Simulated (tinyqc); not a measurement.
Sweep of a uniaxial [100] stress: six-band Luttinger-Kohn model with strain.

Six-band Luttinger-Kohn model in the basis |3/2,3/2>, |3/2,1/2>, |3/2,-1/2>, |3/2,-3/2>, |1/2,1/2>, |1/2,-1/2>, electron energies, zero at the top of the unstrained valence band. H = -[rows: (P+Q, -S, R, 0, -S/r2, r2 R); (-S*, P-Q, 0, R, -r2 Q, r32 S); (R*, 0, P-Q, S, r32 S*, r2 Q); (0, R*, S*, P+Q, -r2 R*, -S*/r2); (-S*/r2, -r2 Q, r32 S, -r2 R, P+Dso, 0); (r2 R*, r32 S*, r2 Q, -S/r2, 0, P+Dso)], r2 = sqrt(2), r32 = sqrt(3/2). Levels are twofold.

P = c g1 k^2 - av tr(e); Q = c g2 (kx^2 + ky^2 - 2 kz^2) - (b/2)(exx + eyy - 2 ezz); R = c sqrt3 [-g2 (kx^2 - ky^2) + 2i g3 kx ky] + (sqrt3/2) b (exx - eyy) - i d exy; S = 2 c sqrt3 g3 (kx - i ky) kz - d (exz - i eyz); c = hbar^2/2m0, e the strain tensor (not engineering shear).

s11 = (C11 + C12)/((C11 - C12)(C11 + 2 C12)), s12 = -C12/((C11 - C12)(C11 + 2 C12)), s44 = 1/C44; exx = s11 sxx + s12 (syy + szz) and cyclic, exy = s44 sxy/2; tension is positive. A uniaxial stress X along the unit vector n is s_ij = X n_i n_j.

Constants: hbar^2/2m0 = 3.80998211 eV angstrom^2.

Inputs chosen for the exercise (near those of InP; shifted at random, so the results belong to these values and not to a real crystal): Dso = 0.109 eV (spin-orbit splitting); g1 = 5.09 (Luttinger gamma1); g2 = 1.61 (gamma2); g3 = 2.1 (gamma3); av = 0.58 eV (valence hydrostatic potential); b = -2.03 eV (tetragonal shear potential); d = -5.01 eV (trigonal shear potential); C11 = 98.8 GPa; C12 = 56.1 GPa; C44 = 45.9 GPa; load = uniaxial [100] (kind of stress).

Edges at k = 0 and curvature masses of the top pair along [110] and [001] (step 0.0002 1/angstrom); at zero stress the top is fourfold and has no single curvature.

Edges and masses:
```
X (GPa)  top (eV)  second (eV)  third (eV)  splitting (meV)  m [110]  m [001]
-1.50      0.1123      -0.0754     -0.1582            187.7    0.151    0.488
-1.00      0.0697      -0.0503     -0.1367            120.0    0.153    0.456
-0.50      0.0304      -0.0251     -0.1184             55.6    0.157    0.394
0.00       0.0000       0.0000     -0.1090              0.0        -        -
0.50       0.0251      -0.0107     -0.1193             35.9    0.233    0.149
1.00       0.0503      -0.0016     -0.1494             51.9    0.233    0.149
1.50       0.0754       0.0166     -0.1886             58.9    0.233    0.149
```

How do the results move, and what explains it?

The splitting reaches 187.7 meV under compression and 58.9 meV under the same tension; linear shear terms alone would make the two equal, and the difference comes from the coupling to the split-off band. At the ends of the sweep the top pair has a mass along [110] of 0.151 under compression and 0.233 under tension, so compression gives the lighter holes along [110]; along [001] it has 0.488 and 0.149. The top edge itself moves by +112 and +75 meV. The ends of the sweep mean strains up to 2.6 %, beyond the range of linear deformation potentials.

Run: tinyqc, `OMP_NUM_THREADS=1 python tinyqc.py 1051092 1051093 out.jsonl`; Intel(R) Xeon(R) Processor @ 2.30GHz, one thread, shared host; about 0.05 s of CPU time with all checks.
